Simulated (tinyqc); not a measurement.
Longitudinal sound in a periodic multilayer: transfer matrices, stop bands and folded phonons: one step, computed by the program tinyqc.

Layers 1 and 2 repeat with period d = d_1 + d_2; waves travel normal to the layers, without loss. State vector (u, s): displacement u and stress divided by omega. Impedances Z = rho v are in 1e6 kg/(m^2 s).

Question. Transfer matrix of one period. A layer maps (u, s) by [[cos p, sin p/Z], [-Z sin p, cos p]], p = 2 pi f d_i/v_i; one period is M = M_2 M_1, and cos(q d) = trace(M)/2.

Inputs (values chosen for the exercise, modelled on copper (layer 1), tantalum (layer 2) and silica (substrate)): velocity v_1 = 4830 m/s; thickness d_1 = 199 nm; velocity v_2 = 4170 m/s; thickness d_2 = 173 nm; frequency f = 6.95 GHz.

Z_2 = 67.971

Z_1 = 43.8564

Give: phase p_1; phase p_2; M; trace(M)/2.

Answer.

phase p_1 = 1.799 rad

phase p_2 = 1.812 rad

M:
```
[[-0.5563, -0.008532],
 [25.13, -1.412]]
```

trace(M)/2 = -0.9842

|trace/2| < 1: f lies in a pass band, with q d = 2.9635 rad (folded into 0 to pi).
